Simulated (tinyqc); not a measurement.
Chemical vapour deposition: Grove model, boundary layer, depletion and step coverage. From one set of inputs to another, one input at a time. Computed by tinyqc, a small Python program. Command: `OMP_NUM_THREADS=1 python tinyqc.py 3019357 3019358 out.jsonl cvd ladder`. One thread of a shared host (Intel(R) Xeon(R) Processor @ 2.30GHz), about 0.05 s of CPU time with the checks.

A precursor diffuses to the surface and reacts there at first order; each molecule that reacts adds one formula unit of film.

The inputs printed are set A. Set A is close to those used for silicon dioxide from an alkoxysilane; the values taken over come from a set close to those used for silicon nitride (counted as SiN4/3). Inputs not listed in the table keep their values of set A, so the rows need not describe a real material.

Inputs (values chosen for the exercise, close to those used for silicon dioxide from an alkoxysilane):

| quantity | value | unit |
|---|---|---|
| prefactor k0 of k_s | 1.2e+10 | cm/s |
| activation energy E | 1.93 | eV |
| temperature T | 760 | C |
| total pressure p | 160 | torr |
| mole fraction of the precursor Y | 0.0017 | - |
| gas diffusivity D0 at 273.15 K and 760 torr | 0.49 | cm^2/s |
| film density N | 2.2e+22 | formula units/cm^3 |
| precursor mass M | 208 | u |
| trench width w | 0.2 | um |
| aspect ratio of the trench | 46 | - |
| gas velocity U | 12 | cm/s |
| kinematic viscosity nu0 at 273.15 K and 760 torr | 0.53 | cm^2/s |
| susceptor length L | 44 | cm |
| channel height b | 6.1 | cm |

Reactor: horizontal, reduced pressure.

Constants: k_B = 1.380649e-23 J/K; u = 1.6605390666e-27 kg; k_B = 8.617333262e-05 eV/K.

Method:
- k_s = k0 exp(-E/(k_B T)); C_g = Y p/(k_B T), 1 torr = 133.322 Pa; D = D0 (T/273.15)^1.75 (760/p).
- Temperatures in kelvin are T(C) + 273.15.
- Mean speed c = sqrt(8 k_B T/(pi M)); reactive sticking probability beta = 4 k_s/c.
- nu = nu0 (T/273.15)^1.75 (760/p); Re = U L/nu; mean boundary layer delta = (2/3) L/sqrt(Re), at most b/2; h_g = D/delta.
- Fluxes in series: C_s = C_g/(1 + k_s/h_g); growth rate G = k_s h_g/(k_s + h_g) C_g/N; 1 cm/s = 6e8 nm/min.
- In a long trench of width w and depth l = aspect ratio x w: Knudsen diffusivity D_K = (2w) c/3 (hydraulic diameter 2w), combined as 1/D_e = 1/D_K + 1/D; D_e d2C/dz2 = 2 k_s C/w with D_e dC/dz = -k_s C at the floor. With m = sqrt(2 k_s/(w D_e)): C(floor)/C(top) = 1/[cosh(m l) + (k_s/(D_e m)) sinh(m l)].

Each row keeps all changes above it:

| input moved | from | to | growth rate G at the inlet (nm/min) | step coverage | modulus m l |
|---|---|---|---|---|---|
| set A | - | - | 201.4 | 0.66302 | 0.9594 |
| mole fraction of the precursor Y | 0.0017 | 0.013 | 1540.2 | 0.66302 | 0.9594 |
| gas diffusivity D0 at 273.15 K and 760 torr (cm^2/s) | 0.49 | 0.59 | 1643.5 | 0.66375 | 0.9580 |
| gas velocity U (cm/s) | 12 | 14 | 1643.5 | 0.66375 | 0.9580 |
| temperature T (C) | 760 | 710 | 725.7 | 0.85909 | 0.5592 |
| total pressure p (torr) | 160 | 66 | 328.4 | 0.86024 | 0.5566 |
| aspect ratio of the trench | 46 | 110 | 328.4 | 0.49139 | 1.3309 |
| trench width w (um) | 0.2 | 0.046 | 328.4 | 0.49284 | 1.3276 |

Where does the difference come from?

Growth rate G at the inlet goes from 201 to 328, a factor 1.63 in all. The largest single move comes from mole fraction of the precursor Y (a factor 7.65), and temperature T works against it (a factor 0.442). Step coverage goes from 0.663 to 0.493, a factor 0.743 in all. The largest single move comes from aspect ratio of the trench (a factor 0.571), and temperature T works against it (a factor 1.29). Modulus m l goes from 0.959 to 1.33, a factor 1.38 in all. The largest single move comes from aspect ratio of the trench (a factor 2.39), and temperature T works against it (a factor 0.584). The single moves hold for this order of the switches; the total does not depend on the order.

Caution (all rows): the boundary layer is capped at b/2, so U, L and nu no longer affect h_g. Caution (all rows): the hydraulic-diameter form of D_K is rough for a slit. Caution (rows mole fraction of the precursor Y, gas diffusivity D0 at 273.15 K and 760 torr, gas velocity U): a growth rate above 1 um/min is far higher than usual for an oxide or nitride film.

Extremes, crossings and ranges named in words are read from the listed rows.
